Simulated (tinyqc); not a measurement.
Atomic layer deposition: Langmuir saturation, growth per cycle and coating of deep features: one step, computed by the program tinyqc. Command: `OMP_NUM_THREADS=1 python tinyqc.py 3027805 3027806 out.jsonl ald walk`. One thread of a shared host (Intel(R) Xeon(R) Processor @ 2.30GHz), about 0.02 s of CPU time with the checks.

Precursor A sticks only on free sites, so a long enough pulse saturates; co-reactant B then frees the sites again.

Problem. The first four cycles. One cycle from coverage th0: pulse A gives th1 = th_s + (th0 - th_s) exp(-(k_a + k_d) t), th_s = k_a/(k_a + k_d); the purge leaves th2 = th1 exp(-k_d t_p); pulse B converts c_B th2 into film and leaves th3 = (1 - c_B) th2. Growth = G c_B th2. Start from th0 = 0.

Inputs (values chosen for the exercise, modelled on silicon dioxide from an aminosilane and ozone):

| quantity | value | unit |
|---|---|---|
| growth per cycle at saturation G | 1.2 | angstrom |
| temperature T | 275 | C |
| pulse time t | 0.0015 | s |
| co-reactant completion per pulse c_B | 0.999 | - |
| purge time t_p | 11 | s |

k_a = 3175.571 1/s

k_d = 0.01575449 1/s

Give: Cycles.

Solution.

Cycles:

| cycle | th0 | th1 | th2 | th3 | growth (angstrom) |
|---|---|---|---|---|---|
| 1 | 0 | 0.99146 | 0.83370 | 8.3370e-04 | 0.99944 |
| 2 | 8.3370e-04 | 0.99147 | 0.83371 | 8.3371e-04 | 0.99945 |
| 3 | 8.3371e-04 | 0.99147 | 0.83371 | 8.3371e-04 | 0.99945 |
| 4 | 8.3371e-04 | 0.99147 | 0.83371 | 8.3371e-04 | 0.99945 |
